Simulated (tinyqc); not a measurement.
What each parameter does: cyclotron resonance of ellipsoidal valleys, Si type.

Valleys along [100], [010], [001] (each with its opposite partner), mass ml along the axis and mt across it. B lies in the (1-10) plane, b = (sin(theta)/sqrt2, sin(theta)/sqrt2, cos(theta)). For the angle phi between B and the axis, 1/mc^2 = cos^2(phi)/mt^2 + sin^2(phi)/(mt ml). Resonance: h nu = 2 muB B/mc, h = 2 pi hbar.

Constants: hbar = 6.58211957e-16 eV s; muB = 5.788381798e-05 eV/T.

Values chosen for the exercise (near those of Si; not measured data): ml = 0.905 m0 (longitudinal mass); mt = 0.188 m0 (transverse mass); theta = 72 degrees (angle of B from [001] towards [110]); nu = 35 GHz (microwave frequency).

Resonance fields B = h nu mc/(2 muB) of the valleys [100] and [001].

One parameter was then changed.

Results before and after:
```
case     [100] (T)  [001] (T)
base        0.3124     0.4416
changed     0.3406     0.4707
```

Which of these changes was made? (a) theta = 68 degrees; (b) nu = 38.5 GHz; (c) ml = 1.041 m0; (d) mt = 0.207 m0.

Answer: (d) mt = 0.207 m0. Of the candidates, run in turn, only this one gives the changed row.

All candidates:
```
case                [100] (T)  [001] (T)
base                   0.3124     0.4416
ml = 1.041 m0          0.3166     0.4620
mt = 0.207 m0          0.3406     0.4707
theta = 68 degrees     0.3175     0.4162
nu = 38.5 GHz          0.3437     0.4857
```

(tinyqc, `OMP_NUM_THREADS=1 python tinyqc.py 1251353 1251354 out.jsonl`, Intel(R) Xeon(R) Processor @ 2.30GHz, 1 thread, shared host, about 0.01 s.)
